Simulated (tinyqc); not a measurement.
# Bandgap voltage reference from two bipolar transistors: output against temperature

Two transistors of area 1 and N carry the same current I. Is(T) = Is (T/T0)^eta exp[(Vg0 q/kB)(1/T0 - 1/T)], VBE1 = Vt ln(I/Is(T)) + I rb, VBE2 = Vt ln(I/(N Is(T))) + I rb/N. The amplifier forces I R1(T) = VBE1 - VBE2 + Vos, with R(T) = R (1 + tc (T - T0)) for both resistors, and the output is Vref = VBE1 + I R2(T). Base currents and the Early effect are neglected.

Vt = kB T/q; I = (Vt ln N + Vos)/(R1(T) - rb (1 - 1/N)).

Parameters, values chosen for the exercise; values of the order met in silicon bipolar transistors:

| symbol | value | unit | meaning |
|---|---|---|---|
| T0 | 298 | K | reference temperature |
| Vg0 | 1.175 | V | band-gap voltage extrapolated to 0 K |
| eta | 4 |  | temperature exponent of the saturation current |
| Is | 2.4e-18 | A | saturation current of the unit transistor at T0 |
| N | 8 |  | area ratio of the second transistor |
| R1 | 2.9 | kohm | resistor across which the difference of VBE falls, at T0 |
| tc | 0 | ppm/K | temperature coefficient of both resistors |
| Vos | 1.4 | mV | offset of the amplifier |
| rb | 16 | ohm | series resistance of the unit transistor |
| R2 | 25.14 | kohm | output resistor at T0 |

Constants: q = 1.602176634e-19 C, kB = 1.380649e-23 J/K. Results are converted to the units shown.

Output against temperature:
```
T (K)  I (uA)  VBE1 (V)  I R2 (V)  Vref (V)  Vref - Vref(T0) (mV)  dVref/dT (uV/K)
218     14.02    0.8914    0.3525     1.244                 3.530           -1.603
233     14.95    0.8678    0.3759     1.244                 3.375           -18.81
253     16.19    0.8360    0.4071     1.243                 2.783           -40.11
273     17.44    0.8038    0.4383     1.242                 1.782           -59.78
298     18.99    0.7630    0.4774     1.240                     0           -82.44
323     20.54    0.7216    0.5164     1.238                -2.325           -103.3
348     22.09    0.6798    0.5554     1.235                -5.151           -122.5
373     23.64    0.6375    0.5944     1.232                -8.441           -140.5
398     25.20    0.5947    0.6335     1.228                -12.17           -157.3
423     26.75    0.5516    0.6725     1.224                -16.30           -173.0
```

VBE1 falls by 1.66 mV/K on average and I R2 rises by 1.56 mV/K. The slope of Vref vanishes at T = 217 K. Between 233 and 398 K Vref spans 15.5 mV, or 76.1 ppm/K by the box method (span over the average over T, over 165 K).

Numbers from tinyqc (`OMP_NUM_THREADS=1 python tinyqc.py 2062060 2062061 out.jsonl`; about 0.02 s on one thread of a shared Intel Xeon 2.30GHz).
